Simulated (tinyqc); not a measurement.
Resistive crossbar, vector-matrix product with wire resistance: effect of the wire resistance.

3 rows and 2 columns. Cell (i, j) joins row node wij to column node bij. Each row is driven at its left end through one wire segment rw; neighbouring nodes along a row or a column are joined by rw; each column ends below the last row in one more rw and a virtual ground, where its current is read. Ideal output: I_j = sum_i V_i G_ij.

The nodal equations (Kirchhoff current law at every node) are solved for each rw; errors are I_j/ideal - 1.

Parameters, values chosen for the exercise: input voltages of the rows V = [0.16, 0.4, 0.37] V.

cell conductances G (uS):

|  | column 1 | column 2 |
|---|---|---|
| row 1 | 40 | 38 |
| row 2 | 56 | 77 |
| row 3 | 130 | 110 |

Effect of the wire resistance:

| rw (ohm) | error, column 1 (%) | error, column 2 (%) |
|---|---|---|
| 1 | -0.04604 | -0.05584 |
| 2 | -0.09204 | -0.1116 |
| 5 | -0.2298 | -0.2786 |
| 10 | -0.4584 | -0.5557 |
| 20 | -0.9125 | -1.106 |
| 50 | -2.249 | -2.720 |
| 100 | -4.395 | -5.302 |
| 200 | -8.405 | -10.09 |
| 500 | -18.58 | -21.99 |

The error of the last column goes from -0.0558 % at rw = 1 ohm to -22.0 % at 500 ohm, as rw^(1.00) at the start and rw^(0.85) at the end. At 500 ohm the worst column is number 2.

Program tinyqc, `OMP_NUM_THREADS=1 python tinyqc.py 2880032 2880033 out.jsonl`; Intel Xeon 2.30GHz, shared host, one thread, about 0.02 s.
